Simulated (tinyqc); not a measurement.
# Vertical double-diffused power MOSFET, components of the on-resistance: effects of single changes

Stripe cells of pitch Wp + a, two channels a cell. Current flows through the channels, spreads in the accumulation layer, passes the gap between the p bodies and spreads at 45 degrees into the drift layer below them. Low drain voltage, full ionisation.

Values chosen for this exercise; bulk values close to those of silicon: temperature T = 400 K; relative permittivity eps_r = 11.8; critical-field constant Kc = 3870 V/cm per (cm^-3)^(1/8); rated breakdown voltage of the drift layer BV = 100 V; drift mobility at 300 K mud = 1210 cm^2/(V s); temperature exponent of the drift mobility bt = 2.1; gate oxide thickness (eps_r 3.9) tox = 33 nm; gate overdrive Vov = 13 V; channel mobility mch = 180 cm^2/(V s); accumulation-layer mobility mac = 460 cm^2/(V s); channel length Lc = 1 um; width of the p body in one cell, channels included Wp = 7.1 um; gap between neighbouring p bodies a = 4 um; depth of the p body xp = 1.3 um; doping of the gap over the drift doping Nj = 2; built-in voltage of the body junction Vbi = 0.639 V; substrate and contact resistance Rs = 0.059 mohm cm^2.

Constants: q = 1.602176634e-19 C, eps0 = 8.8541878128e-14 F/cm where lengths are in cm. Results are converted to the units shown.

Each table varies one quantity; the others keep the values above.

## On-resistance against the rated breakdown voltage of the drift layer

Triangular field at breakdown with Ec = Kc N^(1/8): BV = eps0 eps_r Ec^2/(2 q N), so N = (eps0 eps_r Kc^2/(2 q BV))^(4/3); W = 2 BV/Ec; mu = mud (T/300 K)^(-bt); rho = 1/(q mu N); ideal resistance rho W. Pitch p = Wp + a, Cox = 3.9 eps0/tox; zero-bias depletion in the gap w0 = sqrt(2 eps0 eps_r Vbi/(q N Nj)), open gap g = a - 2 w0; R_ch = Lc p/(2 mch Cox Vov); R_acc = 0.6 a p/(4 mac Cox Vov), 0.6 being an empirical factor for current leaving the layer along its length; R_gap = (rho/Nj) xp p/g; spreading depth t = min(W, (p - g)/2); R_drift = (rho p/2) ln((g + 2 t)/g) + rho (W - t); R_on = the sum with Rs.

The same in every row: R_ch (mohm cm^2) = 0.2267; R_acc (mohm cm^2) = 0.1064.

On-resistance against the rated breakdown voltage of the drift layer:
```
BV (V),R_gap (mohm cm^2),R_drift (mohm cm^2),R_on (mohm cm^2),ideal (mohm cm^2),largest term
20,0.05487,0.06159,0.5085,0.02557,channel
34,0.1142,0.2073,0.7136,0.09634,channel
59,0.2477,0.6890,1.329,0.3822,drift
100,0.5299,2.112,3.034,1.429,drift
170,1.173,6.944,8.509,5.386,drift
300,2.913,26.27,29.57,22.28,drift
510,7.585,94.41,102.4,83.96,drift
870,26.08,351.3,377.8,319.1,drift
```

Read the table: what changes, and by how much?

R_on rises from 0.509 to 378 mohm cm^2. The channel term is the largest at BV = 20, the drift term from 59 on. R_on is 19.9 times the ideal drift resistance in the first row and 1.18 times in the last. The ideal resistance goes as BV^(2.50), and R_on as BV^(2.44) between the last two rows.

## On-resistance against the channel mobility

Same model as above.

The same in every row: R_acc (mohm cm^2) = 0.1064; R_gap (mohm cm^2) = 0.5299; R_drift (mohm cm^2) = 2.112; ideal (mohm cm^2) = 1.429.

Result of one run:
```
mch (cm^2/(V s)),R_ch (mohm cm^2),R_on (mohm cm^2),largest term
40,1.020,3.828,drift
```

What becomes of these results when the channel mobility mch is changed from 40 to 300 cm^2/(V s), all else the same?

Result of the changed run:
```
mch (cm^2/(V s)),R_ch (mohm cm^2),R_on (mohm cm^2),largest term
300,0.1360,2.944,drift
```

The whole series:
```
mch (cm^2/(V s)),R_ch (mohm cm^2),R_on (mohm cm^2),largest term
5,8.160,10.97,channel
10,4.080,6.888,channel
20,2.040,4.848,drift
40,1.020,3.828,drift
70,0.5828,3.391,drift
100,0.4080,3.216,drift
300,0.1360,2.944,drift
500,0.08160,2.889,drift
```

R_on falls from 11.0 to 2.89 mohm cm^2. The channel term is the largest at mch = 5, the drift term from 20 on. R_on is 7.67 times the ideal drift resistance in the first row and 2.02 times in the last.

Program tinyqc, `OMP_NUM_THREADS=1 python tinyqc.py 2230105 2230106 out.jsonl`; Intel Xeon 2.30GHz, shared host, one thread, about 0.01 s.
